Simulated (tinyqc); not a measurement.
Inside a calculation. Method: G0W0 on RHF in the sto-6g basis, for BeH2, spin multiplicity 1. One step of it, computed by the program tinyqc.

Question. Iteration 1: building the Fock matrix. J_ij = sum D_kl (ij|kl), K_ij = sum D_kl (ik|jl); F = H + J - 0.5 K; E = tr D H + tr D J / 2 - 0.25 tr D K + E_nn.

D at the start, lower triangle:
```
,1Be 1s,1Be 2s,1Be 2px,1Be 2py,1Be 2pz,2H 1s,3H 1s
1Be 1s,2.150688
1Be 2s,-0.514120,2.047535
1Be 2px,0.000000,0.000000,0.000000
1Be 2py,-0.000333,0.001111,0.000000,0.004303
1Be 2pz,0.000000,0.000000,0.000000,0.000000,0.000000
2H 1s,-0.022512,0.128926,0.000000,0.042942,0.000000,0.856534
3H 1s,-0.023176,0.130312,0.000000,-0.042601,0.000000,0.007228,0.858595
```

core Hamiltonian H = T + V (hartree), lower triangle:
```
,1Be 1s,1Be 2s,1Be 2px,1Be 2py,1Be 2pz,2H 1s,3H 1s
1Be 1s,-8.792394
1Be 2s,-2.073693,-2.855638
1Be 2px,0.000000,0.000000,-2.330385
1Be 2py,-0.000310,-0.001087,0.000000,-2.582370
1Be 2pz,0.000000,0.000000,0.000000,0.000000,-2.330385
2H 1s,-0.729794,-1.447489,0.000000,-1.434025,0.000000,-2.362028
3H 1s,-0.715391,-1.433244,0.000000,1.425180,0.000000,-0.191996,-2.350680
```

Two-electron integrals (ij|kl) in chemists' order, unique and non-zero (hartree):
```
i,j,k,l,(ij|kl)
1,1,1,1,2.299996
2,1,1,1,0.361879
2,1,2,1,0.071926
2,2,1,1,0.570332
2,2,2,1,0.139654
2,2,2,2,0.417773
3,1,3,1,0.015252
3,2,3,1,0.022555
3,2,3,2,0.092340
3,3,1,1,0.570332
3,3,2,1,0.139654
3,3,2,2,0.417773
3,3,3,3,0.450117
4,1,4,1,0.015252
4,2,4,1,0.022555
4,2,4,2,0.092340
4,3,4,3,0.024258
4,4,1,1,0.570332
4,4,2,1,0.139654
4,4,2,2,0.417773
4,4,3,3,0.401601
4,4,4,4,0.450117
5,1,5,1,0.015252
5,2,5,1,0.022555
5,2,5,2,0.092340
5,3,5,3,0.024258
5,4,5,4,0.024258
5,5,1,1,0.570332
5,5,2,1,0.139654
5,5,2,2,0.417773
5,5,3,3,0.401601
5,5,4,4,0.401601
5,5,5,5,0.450117
6,1,1,1,0.130897
6,1,2,1,0.025183
6,1,2,2,0.048407
6,1,3,3,0.048014
6,1,4,1,0.002474
6,1,4,2,0.004693
6,1,4,4,0.049193
6,1,5,5,0.048014
6,1,6,1,0.009320
6,2,1,1,0.254980
6,2,2,1,0.063076
6,2,2,2,0.198930
6,2,3,3,0.192146
6,2,4,1,0.008818
6,2,4,2,0.047582
6,2,4,4,0.212498
6,2,5,5,0.192146
6,2,6,1,0.024131
6,2,6,2,0.130670
6,3,3,1,0.006794
6,3,3,2,0.029054
6,3,4,3,0.008757
6,3,6,3,0.013700
6,4,1,1,0.255214
6,4,2,1,0.064062
6,4,2,2,0.211536
6,4,3,3,0.199233
6,4,4,1,0.014523
6,4,4,2,0.074933
6,4,4,4,0.236140
6,4,5,5,0.199233
6,4,6,1,0.025966
6,4,6,2,0.159423
6,4,6,4,0.203525
6,5,5,1,0.006794
6,5,5,2,0.029054
6,5,5,4,0.008757
6,5,6,5,0.013700
6,6,1,1,0.418937
6,6,2,1,0.105834
6,6,2,2,0.367272
6,6,3,3,0.341054
6,6,4,1,0.019290
6,6,4,2,0.126355
6,6,4,4,0.419707
6,6,5,5,0.341054
6,6,6,1,0.042306
6,6,6,2,0.294258
6,6,6,4,0.384108
6,6,6,6,0.774999
7,1,1,1,0.128266
7,1,2,1,0.024681
7,1,2,2,0.047457
7,1,3,3,0.047071
7,1,4,1,-0.002426
7,1,4,2,-0.004607
7,1,4,4,0.048228
7,1,5,5,0.047071
7,1,6,1,0.008288
7,1,6,2,0.019738
7,1,6,4,0.019061
7,1,6,6,0.032323
7,1,7,1,0.008953
7,2,1,1,0.252141
7,2,2,1,0.062390
7,2,2,2,0.197051
7,2,3,3,0.190296
7,2,4,1,-0.008725
7,2,4,2,-0.047265
7,2,4,4,0.210562
7,2,5,5,0.190296
7,2,6,1,0.019915
7,2,6,2,0.073941
7,2,6,4,0.069966
7,2,6,6,0.125234
7,2,7,1,0.023408
7,2,7,2,0.128618
7,3,3,1,0.006688
7,3,3,2,0.028682
7,3,4,3,-0.008676
7,3,6,3,0.006464
7,3,7,3,0.013407
7,4,1,1,-0.253239
7,4,2,1,-0.063578
7,4,2,2,-0.210227
7,4,3,3,-0.197991
7,4,4,1,0.014355
7,4,4,2,0.074388
7,4,4,4,-0.234700
7,4,5,5,-0.197991
7,4,6,1,-0.019308
7,4,6,2,-0.070289
7,4,6,4,-0.062091
7,4,6,6,-0.114987
7,4,7,1,-0.025260
7,4,7,2,-0.157377
7,4,7,4,0.201355
7,5,5,1,0.006688
7,5,5,2,0.028682
7,5,5,4,-0.008676
7,5,6,5,0.006464
7,5,7,5,0.013407
7,6,1,1,0.032606
7,6,2,1,0.007829
7,6,2,2,0.022625
7,6,3,3,0.022216
7,6,4,1,-3.26e-06
7,6,4,2,-0.000022
7,6,4,4,0.023444
7,6,5,5,0.022216
7,6,6,1,0.002732
7,6,6,2,0.011119
7,6,6,4,0.012077
7,6,6,6,0.021341
7,6,7,1,0.002680
7,6,7,2,0.011042
7,6,7,4,-0.012046
7,6,7,6,0.001253
7,7,1,1,0.416137
7,7,2,1,0.105155
7,7,2,2,0.365764
7,7,3,3,0.339610
7,7,4,1,-0.019086
7,7,4,2,-0.125876
7,7,4,4,0.418071
7,7,5,5,0.339610
7,7,6,1,0.032775
7,7,6,2,0.125979
7,7,6,4,0.115146
7,7,6,6,0.211469
7,7,7,1,0.041208
7,7,7,2,0.291705
7,7,7,4,-0.381744
7,7,7,6,0.021341
7,7,7,7,0.774999
```

nuclear repulsion = 3.59701009 hartree

Give: Coulomb J; exchange K; Fock matrix F; total energy of this density.

Answer.

Coulomb J (hartree), lower triangle:
```
,1Be 1s,1Be 2s,1Be 2px,1Be 2py,1Be 2pz,2H 1s,3H 1s
1Be 1s,6.6244
1Be 2s,1.2131,2.7035
1Be 2px,0.0000,0.0000,2.6530
1Be 2py,0.0002,0.0004,0.0000,2.8046
1Be 2pz,0.0000,0.0000,0.0000,0.0000,2.6530
2H 1s,0.4339,1.3229,0.0000,1.4254,0.0000,2.5398
3H 1s,0.4251,1.3103,0.0000,-1.4166,0.0000,0.1527,2.5317
```

exchange K (hartree), lower triangle:
```
,1Be 1s,1Be 2s,1Be 2px,1Be 2py,1Be 2pz,2H 1s,3H 1s
1Be 1s,4.7391
1Be 2s,0.7923,1.1954
1Be 2px,0.0000,0.0000,0.2380
1Be 2py,0.0007,0.0020,0.0000,0.6246
1Be 2pz,0.0000,0.0000,0.0000,0.0000,0.2380
2H 1s,0.3164,0.7498,0.0000,0.4706,0.0000,1.0379
3H 1s,0.3099,0.7434,0.0000,-0.4679,0.0000,0.2117,1.0342
```

Fock matrix F (hartree), lower triangle:
```
,1Be 1s,1Be 2s,1Be 2px,1Be 2py,1Be 2pz,2H 1s,3H 1s
1Be 1s,-4.5375
1Be 2s,-1.2567,-0.7498
1Be 2px,0.0000,0.0000,0.2036
1Be 2py,-0.0005,-0.0017,0.0000,-0.0900
1Be 2pz,0.0000,0.0000,0.0000,0.0000,0.2036
2H 1s,-0.4541,-0.4995,0.0000,-0.2439,0.0000,-0.3411
3H 1s,-0.4452,-0.4946,0.0000,0.2425,0.0000,-0.1452,-0.3361
```

total energy of this density = -15.627206 hartree

This density is the starting one; it is not idempotent, so its energy is not variational and may lie below the converged one.
